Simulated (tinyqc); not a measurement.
# Tunnelling through a gate dielectric with the two-band (Franz) dispersion, WKB transmission and Tsu-Esaki current, step by step

Program tinyqc, `OMP_NUM_THREADS=1 python tinyqc.py 2540159 2540160 out.jsonl`; Intel Xeon 2.30GHz, shared host, one thread, about 0.04 s. Printed values are rounded.

Electrons leave the emitter at x = 0. Energies E (motion across the layers) are in eV from the emitter Fermi level; the collector Fermi level lies at -V and offers states at every E. No charge in the dielectric and no image force: F1 = V/t1, U = phi1 - F1 x. With C = hbar^2/(2 m0), kappa = sqrt(m u (1 - u/Egx)/C), u = U - E where U > E and 0 elsewhere; T(E) = exp(-S), S = 2 times the integral of kappa over x.

Parameters, values chosen for the exercise; dielectric values close to those of zirconium oxide:
- T = 300 K (temperature)
- Ef = 0.42 eV (Fermi energy of the emitter above its band bottom)
- me = 1 m0 (emitter mass in the supply function)
- phi1 = 1.44 eV (barrier of layer 1 above the emitter Fermi level at zero bias)
- m1 = 0.25 m0 (tunnelling mass of layer 1)
- t1 = 2.2 nm (thickness of layer 1)
- Egx = 5.1 eV (gap parameter of the two-band dispersion, set freely)
- V = 0.8 V (voltage across the dielectric)
- E = -0.22 eV (energy of the electron followed)
- nc = 9 (cells in each layer)
- Ea = -0.42 eV (lower end of the energy grid)
- Eb = 0.26 eV (upper end of the energy grid)
- nE = 11 (points of the energy grid)

Constants: q = 1.602176634e-19 C, kB = 1.380649e-23 J/K, hbar = 1.054571817e-34 J s, m0 = 9.1093837015e-31 kg, Vt = kB T/q, hbar^2/(2 m0) = 0.0380998212 eV nm^2. Results are converted to the units shown.

## Fields and band edges

F1 = V/t1, U = phi1 - F1 x.

F1 = 3.63636 MV/cm
U at x = t1 = 0.64 eV

## WKB exponent by the midpoint rule

Cut each layer into nc equal cells, take U and kappa at the cell centres, and sum S = 2 sum kappa h.

```
cell   x (nm)   U (eV)  kappa (1/nm)
0     0.12222  1.39556       2.69123
1     0.36667  1.30667       2.64931
2     0.61111  1.21778       2.60281
3     0.85556  1.12889       2.55148
4     1.10000  1.04000       2.49502
5     1.34444  0.95111       2.43309
6     1.58889  0.86222       2.36524
7     1.83333  0.77333       2.29095
8     2.07778  0.68444       2.20958
```

S = 10.8967
T(E) = 1.85194e-5

## WKB exponent in closed form

Each layer adds (2/F) sqrt(m/C) [G(u at its left edge) - G(u at its right edge)] to S, with u = U - E (0 where negative) and G(u) = Egx^1.5 (th - sin(4 th)/4)/4, th = arcsin sqrt(u/Egx). The slope follows from 1/d = -dS/dE.

S = 10.8956
T(E) = 1.85389e-5
energy d over which T(E) grows by a factor e = 0.33388 eV

The midpoint rule gives S = 10.897, so its T(E) is 0.11 % below this value. The band edge stays above E through the whole stack: direct tunnelling through a trapezoid.

## Current density on a coarse energy grid

J = J0 times the integral of T(E) N(E) dE, N = ln[(1 + exp(-E/Vt))/(1 + exp((-E - V)/Vt))], J0 = q^2 me m0 kB T/(2 pi^2 hbar^3) (times 1e-4 for A/cm^2 per eV), by Simpson's rule on nE equally spaced points from Ea to Eb.

```
point     E (eV)        T(E)           N      T(E) N
0      -0.420000  1.08201e-5     16.2463  1.75786e-4
1      -0.352000  1.28246e-5     13.6160  1.74619e-4
2      -0.284000  1.54038e-5     10.9856  1.69220e-4
3      -0.216000  1.87628e-5     8.35549  1.56772e-4
4      -0.148000  2.31962e-5     5.72815  1.32871e-4
5      -0.080000  2.91350e-5     3.13884  9.14501e-5
6      -0.012000  3.72221e-5    0.951932  3.54329e-5
7       0.056000  4.84376e-5    0.108509  5.25592e-6
8       0.124000  6.43140e-5  0.00822441  5.28944e-7
9       0.192000  8.73149e-5  5.94857e-4  5.19399e-8
10      0.260000  1.21536e-4  4.28729e-5  5.21058e-9
```

J0 = 4.18366e8 A/(cm^2 eV)
J = 24319.0 A/cm^2

The integrand peaks at E = -0.420 eV among these points. A converged quadrature from -Ef to above the barrier gives 24300 A/cm^2; this grid is 0.082 % above that.
